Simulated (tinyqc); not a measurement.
Admittance spectroscopy and thermally stimulated current of one trap level in a depletion layer: one step, computed by the program tinyqc. Command: `OMP_NUM_THREADS=1 python tinyqc.py 3113466 3113467 out.jsonl admit walk`. One thread of a shared host (Intel(R) Xeon(R) Processor @ 2.30GHz), about 0.01 s of CPU time with the checks.

A Schottky junction on n-type material holds one donor-like electron trap; shallow donors are fully ionised and abrupt depletion edges are assumed.

Task: Temperature of the peak. N_c = 2 (2 pi m k_B T/h^2)^(3/2), v_th = sqrt(3 k_B T/m), emission rate e_n = sigma v_th N_c exp(-E_t/(k_B T)). Where the level crosses the Fermi level capture equals emission, so the trap follows the signal with the rate 2 e_n; G/omega peaks at omega = 2 e_n (the correction for large N_t/N is left out). Solve 2 e_n(T_p) = 2 pi f.

Inputs (values chosen for the exercise, modelled on n-type 4H-SiC): density-of-states mass m = 0.757 m_0; shallow doping N = 1.6e+15 1/cm^3; trap depth E_t below the band = 0.597 eV; capture cross section sigma = 7.2e-17 cm^2; test frequency f = 300 Hz.

Constants: k_B = 1.380649e-23 J/K; m_0 = 9.1093837015e-31 kg; h = 6.62607015e-34 J s; k_B = 8.617333262e-05 eV/K.

Give: peak temperature T_p; N_c at T_p; e_n at T_p; E_c - E_F = k_B T_p ln(N_c/N).

Result:

peak temperature T_p = 402.1 K

N_c at T_p = 2.564e+19 1/cm^3

e_n at T_p = 942.5 1/s

E_c - E_F = k_B T_p ln(N_c/N) = 0.3354 eV
